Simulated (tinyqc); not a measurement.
# Floating body of a partially depleted SOI transistor: body voltage and kink: two studies

Source at 0 V. Channel current Ic = 2 nf K Vt^2 [F(0) - F(Vd)](1 + la Vd), F(V) = ln^2(1 + exp((Vg - VT - nf V)/(2 nf Vt))), VT = VT0 - gb Vb. Saturation voltage Vs = 2 Vt sqrt(F(0)) + 3 Vt, excess Ve = (Vd - Vs + sqrt((Vd - Vs)^2 + 0.0004 V^2))/2, multiplication M1 = Ai Ve exp(-Bl/Ve). Each junction passes D(v) = J1 (exp(v/Vt) - 1) + J2 (exp(v/(2 Vt)) - 1). Bipolar current Ib = bb J1 (exp(Vb/Vt) - 1). The body settles where M1 (Ic + Ib) = D(Vb) + D(Vb - Vd) + Vb/Rb; drain current Id = (1 + M1)(Ic + Ib) - D(Vb - Vd).

Values chosen for this exercise; values of the order met in partially depleted silicon-on-insulator transistors:
- T = 398 K (temperature)
- VT0 = 0.42 V (threshold at zero body voltage)
- gb = 0.18 (fall of the threshold per volt of body voltage)
- nf = 1.29 (slope factor)
- K = 130 uA/(V^2 um) (gain factor per width)
- la = 0.08 1/V (channel-length modulation factor)
- Ai = 1.44 1/V (impact-ionisation prefactor)
- Bl = 8.8 V (impact-ionisation voltage)
- J1 = 9.4e-9 uA/um (diffusion saturation current of each junction)
- J2 = 2.2e-6 uA/um (recombination saturation current of each junction)
- bb = 0.5 (gain of the lateral bipolar transistor on the diffusion current)
- Rb = 1e9 kohm um (resistance of a weak body tie to the source (1e9 stands for no tie, and the term is then dropped))
- Vg = 0.8 V (gate voltage)
- Vd = 1.3 V (drain voltage)

Constants: q = 1.602176634e-19 C, kB = 1.380649e-23 J/K, Vt = kB T/q. Results are converted to the units shown.

Each table varies one quantity; the others keep the values above.

## Output curve and kink

Rows with more than one solution for Vb (latch) are left out; dId/dVd by a forward difference over 1e-4 V, swing = 1e-4 V over the change of log10 Id; M1 under 1e-12 is printed as 0.

Output curve and kink:
```
Vd (V),Vb (V),M1,"Id, floating (uA/um)","Id, grounded (uA/um)",ratio,"dId/dVd, floating (uS/um)","dId/dVd, grounded (uS/um)"
1,0.07743,2.914e-7,8.489,7.908,1.074,5.320,0.5858
1.16,0.2248,6.193e-6,9.770,8.002,1.221,8.583,0.5872
1.32,0.3476,5.314e-5,10.94,8.096,1.351,6.015,0.5946
1.48,0.4231,2.711e-4,11.76,8.193,1.435,4.377,0.6176
1.64,0.4745,9.531e-4,12.39,8.295,1.493,3.597,0.6673
1.8,0.5128,0.002573,12.93,8.408,1.538,3.242,0.7528
```

What does the table show?

Vb rises from 0.0774 to 0.513 V and the ratio of the currents rises from 1.07 to 1.54. The output conductance with a floating body exceeds the grounded value by the largest factor among the rows, 14.6, at Vd = 1.16 V, where Vb = 0.225 V and M1 = 6.19e-6.

## Transfer curve and swing

Same model as above.

Transfer curve and swing:
```
Vg (V),Vb (V),M1,"Id, floating (uA/um)","Id, grounded (uA/um)",ratio,"swing, floating (mV/decade)","swing, grounded (mV/decade)"
-0.03,0.04760,0.001104,2.233e-5,1.879e-5,1.189,113.4,115.8
0.07,0.05042,0.001096,1.945e-4,1.591e-4,1.222,102.8,104.3
0.17,0.07334,0.001072,0.001934,0.001449,1.335,96.59,105.0
0.27,0.1694,9.903e-4,0.02315,0.01239,1.869,92.62,110.7
0.37,0.2824,7.826e-4,0.2123,0.08828,2.405,122.8,126.5
0.47,0.3402,5.050e-4,0.9903,0.4491,2.205,185.6,162.2
0.57,0.3602,2.754e-4,2.750,1.513,1.817,274.9,224.8
0.67,0.3589,1.317e-4,5.594,3.621,1.545,382.0,311.2
0.77,0.3428,5.570e-5,9.468,6.881,1.376,500.1,412.8
```

Vb goes from 0.0476 through a maximum of 0.360 (at Vg = 0.57 V among the rows listed) to 0.343 V. The smallest swing among the rows is 92.6 mV a decade with a floating body (at Vg = 0.27 V) and 104 with a grounded one; Vt ln 10 = 79.0. The floating swing is smaller by more than 3 % for Vg = 0.17, 0.27 V, where the rising Vb lowers the threshold as Vg rises. In the first row the floating body raises the current by a factor of 1.19.

Range of the model: The multiplication law is an empirical form chosen for the exercise; self-heating and capacitive coupling to the body are left out, and the linear laws are rough once Vb passes about 0.7 V or M1 about 0.1.

Computed by the program tinyqc: `OMP_NUM_THREADS=1 python tinyqc.py 2182151 2182152 out.jsonl`, one thread of a shared Intel Xeon 2.30GHz, about 0.2 s for the whole run.
